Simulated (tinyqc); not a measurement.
# Signal and retention of a DRAM cell: what changes with what

A stored one starts at Vd and leaks: Cs dV/dt = -I(V), I = a sqrt((V + Vb)/(Vd + Vb)) + b, with a = Ig exp[-(Eg1 q/kB)(1/T - 1/T0)] (generation in a depletion layer) and b = Is exp[-(Es q/kB)(1/T - 1/T0)]. The bit line is precharged to Vd/2, and charge sharing gives the signal (V - Vd/2) Cs/(Cs + Cb).

Inputs (values chosen for the exercise):
```
symbol   value  unit                                                  meaning
Vd         1.1     V                                            array voltage
Cs          10    fF                                         cell capacitance
Cb          40    fF                                     bit-line capacitance
dm          39    mV        smallest signal that the sense amplifier resolves
Vb         1.4     V  built-in plus back-bias voltage of the storage junction
Ig         7.4    fA                        junction leakage at V = Vd and T0
Is        0.36    fA                        voltage-independent leakage at T0
Es         0.4    eV                                  activation energy of Is
T0         358     K                                    reference temperature
T          368     K                                              temperature
sg        0.99                 deviation of ln(retention time) over the cells
Nc      8.59e9                                                          cells
tr         128    ms                                         refresh interval
Eg1       0.64    eV                                  activation energy of Ig
```

Constants: q = 1.602176634e-19 C, kB = 1.380649e-23 J/K. Results are converted to the units shown.

Each table varies one quantity; the others keep the values above.

## Failing cells against the refresh interval

The cell fails below Vc = Vd/2 + dm (Cs + Cb)/Cs. With s = sqrt((Vc + Vb)/(Vd + Vb)), the time from Vd to Vc is t = [2 Cs (Vd + Vb)/a] [1 - s - (b/a) ln((a + b)/(a s + b))]. This time is the median of a log-normal spread: failing cells = Nc erfc(z/sqrt 2)/2, z = ln(t/tr)/sg.

Failing cells against the refresh interval:
```
tr (ms)         z  failing cells
16         2.8630       1.8024e7
32         2.1628       1.3123e8
64         1.4627       6.1655e8
128       0.76255       1.9144e9
256      0.062397       4.0813e9
512      -0.63775       6.3410e9
1024      -1.3379       7.8129e9
2048      -2.0380       8.4116e9
```

Read the table: what changes, and by how much?

Doubling the interval lowers z by ln 2/sg = 0.700 and multiplies the count by 7.28 between the first two rows and by 1.08 between the last two. It is above 1 in every row.

## Effect of the bit-line capacitance

Same model as above.

Effect of the bit-line capacitance:
```
Cb (fF)  Vc (V)  retention time (s)  failing cells
15       0.6475              0.3508        1.325e9
30       0.7060              0.3035        1.646e9
45       0.7645              0.2568        2.069e9
60       0.8230              0.2107        2.640e9
75       0.8815              0.1652        3.421e9
90       0.9400              0.1203        4.511e9
105      0.9985             0.07585        6.026e9
120       1.057             0.03195        7.899e9
```

Read the table: what changes, and by how much?

Vc rises by dm/Cs = 3.90 mV for each fF, and the retention time falls from 0.351 to 0.0319 s; the margin is gone at Cb = 131 fF.

Range of the model: Real arrays also hold a tail of unusually leaky cells and cells whose retention varies in time, which this model lacks.

tinyqc, about 0.01 s, one thread, Intel Xeon 2.30GHz (shared host): `OMP_NUM_THREADS=1 python tinyqc.py 2130139 2130140 out.jsonl`
